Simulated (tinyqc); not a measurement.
Changing the offset spacer: two-dimensional dopant profile at a mask edge: lateral junction, overlap and effective channel length. Computed by tinyqc, a small Python program. Command: `OMP_NUM_THREADS=1 python tinyqc.py 3009828 3009829 out.jsonl lateral sweep`. One thread of a shared host (Intel(R) Xeon(R) Processor @ 2.30GHz), about 0.01 s of CPU time with the checks.

Ions enter for y < 0; the mask (spacer, then gate) covers y > 0. x is the depth. The surface reflects dopant during the anneal.

Inputs (values chosen for the exercise, modelled on a source-drain extension in silicon):
```
quantity,value,unit
dose Q,1.1e+14,1/cm^2
projected range R_p,18,nm
vertical straggle,8.4,nm
lateral straggle,5.4,nm
anneal budget D t,5.1e-14,cm^2
channel doping C_B,1.2e+17,1/cm^3
gate length L_g,170,nm
oxide thickness,4.6,nm
```

Constants: eps_0 = 8.8541878128e-12 F/m.

Method:
- Widths s_x^2 = (vertical straggle)^2 + 2 D t, s_y^2 = (lateral straggle)^2 + 2 D t. C(x, y) = V(x) (1/2) erfc(y/(sqrt2 s_y)), V(x) = Q/(sqrt(2 pi) s_x) [exp(-(x - R_p)^2/(2 s_x^2)) + exp(-(x + R_p)^2/(2 s_x^2))]; 1 nm = 1e-7 cm.
- The vertical junction far from the mask solves V(x) = C_B.
- The lateral junction at depth x solves C = C_B: y_j(x) = sqrt2 s_y erfc^-1(2 C_B/V(x)). Overlap under the gate = y_j(0) - spacer; metallurgical channel L_met = L_g - 2 overlap (tails from the two sides are not added).
- Abruptness at y_j(0) in nm per decade = ln(10) s_y sqrt(pi/2) exp(u^2) erfc(u), u = y_j/(sqrt2 s_y). Overlap capacitance per width = 3.9 eps_0 overlap/t_ox (zero if there is no overlap).

One run for each value:
```
offset spacer (nm),overlap (nm),metallurgical channel L_met (nm),overlap capacitance (fF/um)
0.0,14.807,140.39,0.11115
6.4,8.407,153.19,0.06311
13.0,1.807,166.39,0.01357
19.0,-4.193,178.39,0.00000
26.0,-11.193,192.39,0.00000
32.0,-17.193,204.39,0.00000
39.0,-24.193,218.39,0.00000
45.0,-30.193,230.39,0.00000
```

What does the table show, and why?

Over the rows, overlap (nm) falls from 14.8 to -30.2; metallurgical channel L_met (nm) rises from 140 to 230; overlap capacitance (fF/um) falls from 0.111 to 0, flat over part of the range. The spacer shifts the whole profile, trading overlap capacitance against channel length (and, outside this model, series resistance); a negative overlap is an underlap.

Caution (all rows): the profile peaks below the surface, where the junction reaches further under the gate than y_j(0); the overlap given is the one at the surface.

Extremes, crossings and ranges named in words are read from the listed rows.
